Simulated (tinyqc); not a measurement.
Surface approximation against the full path: Rutherford backscattering from a thin compound film on silicon: kinematics, yields, composition and thickness. Computed by tinyqc, a small Python program. Command: `OMP_NUM_THREADS=1 python tinyqc.py 3013311 3013312 out.jsonl rbs walk`. One thread of a shared host (Intel(R) Xeon(R) Processor @ 2.30GHz), about 0.01 s of CPU time with the checks.

Singly charged helium ions (Z1 = 2, M1 = 4.0026 u) enter at the tilt angle a1 to the normal and leave at a2 = |180 - theta - tilt| in the same plane. The film is A B_x.

Inputs (values chosen for the exercise, modelled on a helium beam on TaN):
```
quantity                                value           unit
beam energy E0                            1.6            MeV
scattering angle theta                    165        degrees
tilt of the sample                         30        degrees
heavy element: mass M_A                 180.9              u
heavy element: stopping eps_A at 2 MeV    108  1e-15 eV cm^2
light element: mass M_B                    14              u
light element: stopping eps_B at 2 MeV   35.2  1e-15 eV cm^2
atoms of B per atom of A, x              1.06              -
atomic density of the film                 88         1/nm^3
film thickness d                           85             nm
detector resolution (FWHM)                 14            keV
```

Method:
- Kinematic factor K = [(sqrt(M^2 - M1^2 sin^2 theta) + M1 cos theta)/(M + M1)]^2.
- Surface edges lie at K E0; substrate silicon has M = 28.09 u. Mass resolution at M_A = resolution/(E0 dK/dM).
- Stopping per atom eps(E) = eps(2 MeV) (E/2 MeV)^(-0.4) (a law chosen for the exercise); Bragg rule eps_film = (eps_A + x eps_B)/(1 + x); areal density N d, with 1/nm^2 = 0.1 x 1e15/cm^2.
- Width of the signal of element i: [K_i eps(E0)/cos a1 + eps(K_i E0)/cos a2] N d; depth resolution = resolution x d/width of A; energy lost on the way in = eps(E0) N d/cos a1.
- Surface approximation as above. Full path: dE/ds = -eps(E) integrates to E^1.4 = E(start)^1.4 - 1.4 eps(2 MeV) 2000^0.4 s (keV), applied in (s = N d/cos a1), then K, then out (s = N d/cos a2); width = K E0 - exit energy. The last column is the error in thickness if the full width is read with the surface formula.

energy lost on the way in = 66.6146 keV

widths (keV): A 122.904, B 115.817

surface edges (keV): A 1466.67, B 503.15, Si 910.14

kinematic factors: A 0.916667, B 0.314468, Si 0.568838

Widths (keV):
```
d (nm)  A, surface  A, full  B, full  error (%)
5             7.23     7.24     6.83     0.0989
10           14.46    14.49    13.70     0.1983
20           28.92    29.03    27.56     0.3991
50           72.30    73.03    70.14     1.0162
100         144.59   147.63   145.18     2.0985
150         216.89   223.95   227.20     3.2560
200         289.19   302.20   320.66     4.5002
```

The error grows roughly in proportion to thickness, from 0.10 % to 4.5 %, because the ion slows and the stopping rises along the path. The signals of A and B would overlap once the width of A exceeds the gap between the edges, 964 keV. Ions from B leave the thickest film below about 0.6 MeV, where the power law overstates the stopping. Caution: the ions scattered from B leave near or below the stopping maximum (some 0.6 to 0.8 MeV), where the power law chosen here overstates the stopping and the width of B.

Extremes, crossings and ranges named in words are read from the listed rows.
